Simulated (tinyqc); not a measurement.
Donors with valley-orbit split 1s states: one step. Partition sums of the neutral donor. Five cases, with inputs chosen for the exercise.

Problem. Give each term g exp(E/kT), W_s, and the effective degeneracy W_s exp(-E_ground/kT).

Each donor binds at most one electron, in any of its states. For a site s, W_s = sum over its states of g exp(E/kT), and the ionised share is 1/(1 + W_s exp(eta)), eta = (EF - Ec)/kT; n = Nc F_1/2(eta); neutrality n + NA = ND x (mean ionised share); holes are neglected. Nc from N = 2 (m kB T/(4 pi c))^(3/2) with c = hbar^2/2m0, in 1/angstrom^3; times 1e24 for 1/cm^3, m = md. F_j(eta) = (1/Gamma(j + 1)) integral_0^infinity x^j dx/(1 + exp(x - eta)), which tends to exp(eta) for eta << 0.

Constants: hbar^2/2m0 = 3.80998211 eV angstrom^2; kB = 8.617333262e-05 eV/K.

Give: Nc; terms; W_s; effective degeneracy.

Case 1.

Values chosen (near those of As in Si; shifted at random, so the results belong to these values and not to a real crystal): md = 1.049 m0 (density-of-states mass of the conduction band); E = (52, 31.5, 28.7) meV (binding energies of 1s(A1), 1s(T2), 1s(E)); g = (2, 6, 4) (their degeneracies with spin); T = 300 K.

Solution.

Nc = 2.6961e+19 1/cm^3

terms: 1s(A1) 14.95, 1s(T2) 20.29, 1s(E) 12.14

W_s: donor 47.380

effective degeneracy: donor 6.339

The ground state alone would give 2 and all states together 12; here the excited states hold 68 % of the bound electrons.

Case 2.

Values chosen (near those of P in Si; shifted at random, so the results belong to these values and not to a real crystal): md = 1.083 m0 (density-of-states mass of the conduction band); E = (47.4, 35.6, 34) meV (binding energies of 1s(A1), 1s(T2), 1s(E)); g = (2, 6, 4) (their degeneracies with spin); T = 300 K.

Solution.

Nc = 2.8282e+19 1/cm^3

terms: 1s(A1) 12.51, 1s(T2) 23.78, 1s(E) 14.90

W_s: donor 51.193

effective degeneracy: donor 8.183

The ground state alone would give 2 and all states together 12; here the excited states hold 76 % of the bound electrons.

Case 3.

Values chosen (near those of As in Si; shifted at random, so the results belong to these values and not to a real crystal): md = 1.088 m0 (density-of-states mass of the conduction band); E = (55.3, 35.1, 33.7) meV (binding energies of 1s(A1), 1s(T2), 1s(E)); g = (2, 6, 4) (their degeneracies with spin); T = 500 K.

Solution.

Nc = 6.1276e+19 1/cm^3

terms: 1s(A1) 7.218, 1s(T2) 13.55, 1s(E) 8.745

W_s: donor 29.513

effective degeneracy: donor 8.177

The ground state alone would give 2 and all states together 12; here the excited states hold 76 % of the bound electrons.

Case 4.

Values chosen (near those of P in Si; shifted at random, so the results belong to these values and not to a real crystal): md = 1.034 m0 (density-of-states mass of the conduction band); E = (46.5, 34.4, 33.2) meV (binding energies of 1s(A1), 1s(T2), 1s(E)); g = (2, 6, 4) (their degeneracies with spin); T = 500 K.

Solution.

Nc = 5.6771e+19 1/cm^3

terms: 1s(A1) 5.885, 1s(T2) 13.33, 1s(E) 8.644

W_s: donor 27.860

effective degeneracy: donor 9.469

The ground state alone would give 2 and all states together 12; here the excited states hold 79 % of the bound electrons.

Case 5.

Values chosen (near those of As in Si; shifted at random, so the results belong to these values and not to a real crystal): md = 1.07 m0 (density-of-states mass of the conduction band); E = (53.3, 32.3, 30.4) meV (binding energies of 1s(A1), 1s(T2), 1s(E)); g = (2, 6, 4) (their degeneracies with spin); T = 200 K.

Solution.

Nc = 1.5119e+19 1/cm^3

terms: 1s(A1) 44.07, 1s(T2) 39.09, 1s(E) 23.34

W_s: donor 106.50

effective degeneracy: donor 4.833

The ground state alone would give 2 and all states together 12; here the excited states hold 59 % of the bound electrons.

Computed by tinyqc, one run a case: `OMP_NUM_THREADS=1 python tinyqc.py N N+1 out.jsonl` with N = 1652751, 1652784, 1680170, 1680244, 1680613; one thread of a shared Intel(R) Xeon(R) Processor @ 2.30GHz, about 0.01 s a run at most.
